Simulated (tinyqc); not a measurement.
Worked calculation: tight binding, kagome lattice. One step of it, computed by the program tinyqc.

Task: Levels at K. Diagonalise the Hermitian matrix.

H(k) at K (eV), order A, B, C:
```
[[0.000000, -0.305000+0.528275i, -0.305000-0.528275i],
 [-0.305000-0.528275i, 0.000000, -0.305000+0.528275i],
 [-0.305000+0.528275i, -0.305000-0.528275i, 0.000000]]
```

Give: eigenvalues.

Result:

eigenvalues (eV): [-0.6100, -0.6100, 1.2200]
